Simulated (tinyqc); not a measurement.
Random telegraph noise from one oxide trap in a small MOSFET: two steps of the calculation.

An acceptor-like trap exchanges electrons with the channel. Inversion charge Q = Cox u, u = n Vt W0(exp((Vg - VT)/(n Vt))), W0 the Lambert function, n = nf, Cox = eps0 eox/tox; linear regime Id = (W/L) mu Q Vd. Relative to threshold the surface potential rises by Vt ln(u/u0) and the oxide voltage by the rest of Vg - VT, with u0 = n Vt W0(1).

Values chosen for this exercise; values of the order met in silicon transistors: temperature T = 300 K; relative permittivity of the gate insulator (close to silicon dioxide) eox = 3.9; insulator thickness tox = 1.3 nm; depth of the trap from the channel interface xt = 0.49 nm; trap level above the channel Fermi level at threshold E0 = 0.13 eV; capture prefactor s0 = 1e-17 cm^2; capture barrier (lattice relaxation) EB = 0.28 eV; tunnelling decay length lt = 0.13 nm; thermal velocity vth = 2.1e7 cm/s; thickness of the inversion layer zi = 1.7 nm; threshold voltage VT = 0.52 V; body factor nf = 1.17; gate voltage Vg = 0.76 V.

Constants: q = 1.602176634e-19 C, kB = 1.380649e-23 J/K, Vt = kB T/q, eps0 = 8.8541878128e-14 F/cm where lengths are in cm. Results are converted to the units shown.

Question 1. Trap level, time constants and occupancy. N = Cox u/q; dpsi = Vt ln(u/u0); E = E0 - dpsi - (xt/tox)(Vg - VT - dpsi); capture time tc = 1/[(N/zi) vth s0 exp(-xt/lt - EB/Vt)]; emission time te = tc exp(-E/Vt); occupancy te/(tc + te).

Wanted: u; N; dpsi; E; tc; te; occupancy.

Answer 1.

u = 0.1852 V
N = 3.070e12 cm^-2
dpsi = 0.06151 V
E = 0.001216 eV
tc = 5.778e-4 s
te = 5.513e-4 s
occupancy = 0.4882

The trap lies 0.047 Vt above the Fermi level, so it is empty most of the time.

Question 2. Lorentzian spectrum. Spectrum S(f) = 4 dI^2/{(tc + te)[(1/tc + 1/te)^2 + (2 pi f)^2]}; corner fc = (1/tc + 1/te)/(2 pi); variance dI^2 tc te/(tc + te)^2. Give S at f = 0, at fc and at 10 fc.

tc = 5.7782394e-4 s
te = 5.5128140e-4 s
dI = 6.5005812 nA

Give: fc; S(0); S(fc); S(10 fc); rms current.

Answer 2.

fc = 564.1 Hz
S(0) = 1.192e-20 A^2/Hz
S(fc) = 5.958e-21 A^2/Hz
S(10 fc) = 1.180e-22 A^2/Hz
rms current = 3.249 nA

The rms value is 0.500 of the step; it reaches its largest share, 1/2, when tc = te.

Range of the model: VT is taken as given; short-channel effects and the uneven flow of current among few electrons are left out.

Program tinyqc, `OMP_NUM_THREADS=1 python tinyqc.py 2710098 2710099 out.jsonl`; Intel Xeon 2.30GHz, shared host, one thread, about 0.01 s.
